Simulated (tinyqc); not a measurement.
Metal gate on a two-layer dielectric stack with fixed charge and a dipole: threshold against doping.

Gate, layer 2, layer 1, p-type semiconductor; x runs from the gate inwards. Charges are counted in units of +q. psi is the band bending at the surface, positive towards inversion. Classical charge, Boltzmann statistics, no interface traps.

EOT = 3.9 (t1/e1 + t2/e2), Cox = eps0/(t1/e1 + t2/e2); phi_ms = pM - (chi + Eg - Vt ln(Nv/Na)). Vfb = phi_ms + Vd - (q/eps0) [Q1 (t1/e1 + t2/e2) + Q2 t2/e2 + r1 (t1^2/(2 e1) + t1 t2/e2) + r2 t2^2/(2 e2)]: each charge counts with its electrical distance from the gate. ni = sqrt(Nc Nv) exp(-Eg/(2 Vt)), Eg in volts, pB = Vt ln(Na/ni), Vth = Vfb + 2 pB + sqrt(4 q eps0 eps_r Na pB)/Cox.

Inputs (values chosen for the exercise); band and dielectric values close to those of 4H silicon carbide, layer 1 close to aluminium oxide, layer 2 close to hafnium oxide:
- T = 350 K (temperature)
- Eg = 3.28 eV (band gap)
- eps_r = 9.7 (relative permittivity)
- Nc = 2.15e19 cm^-3 (conduction-band density of states at T)
- Nv = 3.14e19 cm^-3 (valence-band density of states at T)
- chi = 3.58 eV (electron affinity)
- pM = 4.54 eV (work function of the gate metal)
- t1 = 0.8 nm (thickness of layer 1, next to the semiconductor)
- e1 = 8.93 (relative permittivity of layer 1)
- t2 = 2.4 nm (thickness of layer 2, next to the gate)
- e2 = 22 (relative permittivity of layer 2)
- Q1 = 5.5e10 cm^-2 (fixed charge at the semiconductor interface)
- Q2 = 2.1e11 cm^-2 (fixed charge between the layers)
- r1 = -6.2e18 cm^-3 (uniform charge density in layer 1)
- r2 = 0 cm^-3 (uniform charge density in layer 2)
- Vd = 0 V (flat-band shift by a dipole layer between the layers)

Constants: q = 1.602176634e-19 C, kB = 1.380649e-23 J/K, Vt = kB T/q, eps0 = 8.8541878128e-14 F/cm where lengths are in cm. Results are converted to the units shown.

Result of one run:
```
phi_ms (V),2 pB (V),Qd/Cox (V),Vth (V)
-2.008,2.667,0.006079,0.6729
```

Which acceptor density Na gave this result: 1e15, 3.9e15, 1.5e16 or 3e18 cm^-3?

Na = 1e15 cm^-3.

The whole series:
```
Na (cm^-3),phi_ms (V),2 pB (V),Qd/Cox (V),Vth (V)
1e15,-2.008,2.667,0.006079,0.6729
3.9e15,-2.049,2.749,0.01219,0.7200
1.5e16,-2.089,2.830,0.02425,0.7727
5.5e16,-2.129,2.909,0.04708,0.8348
2.1e17,-2.169,2.989,0.09327,0.9214
7.9e17,-2.209,3.069,0.1833,1.051
3e18,-2.249,3.150,0.3619,1.270
```

Vth rises from 0.673 to 1.27 V. Of the change, phi_ms + 2 pB gives 241 mV (Vt ln 10 a decade) and the depletion charge 356 mV, growing as Na^(0.51).

Program tinyqc, `OMP_NUM_THREADS=1 python tinyqc.py 2010160 2010161 out.jsonl`; Intel Xeon 2.30GHz, shared host, one thread, about 0.01 s.
